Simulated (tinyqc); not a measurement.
From results back to parameters: Landau levels with Rashba coupling.

Problem. At B = 0 the two Rashba branches E = c k^2/m +/- aR k (c = hbar^2/2m0) share one Fermi level: k_- - k_+ = 2 kR with kR = aR m/(2c), n_+/- = k^2/(4 pi). Their densities, read from the beating of the oscillations, were computed from a hidden aR; 1/angstrom^2 = 1e16/cm^2.

Constants: hbar^2/2m0 = 3.80998211 eV angstrom^2.

Inputs chosen for the exercise (out of a larger set: near those of an asymmetric InSb well; not measured data): m = 0.0175 m0 (mass).

n_- = 1.46783 x 1e11/cm^2
n_+ = 1.13217 x 1e11/cm^2

Find: k_-; k_+; aR.

Solution. k = sqrt(4 pi n) for each branch, and aR = c (k_- - k_+)/m.

k_- = 0.01358 1/angstrom
k_+ = 0.01193 1/angstrom
aR = 0.36 eV angstrom

Run: tinyqc, `OMP_NUM_THREADS=1 python tinyqc.py 1282346 1282347 out.jsonl`; Intel(R) Xeon(R) Processor @ 2.30GHz, one thread, shared host; about 0.02 s of CPU time with all checks.
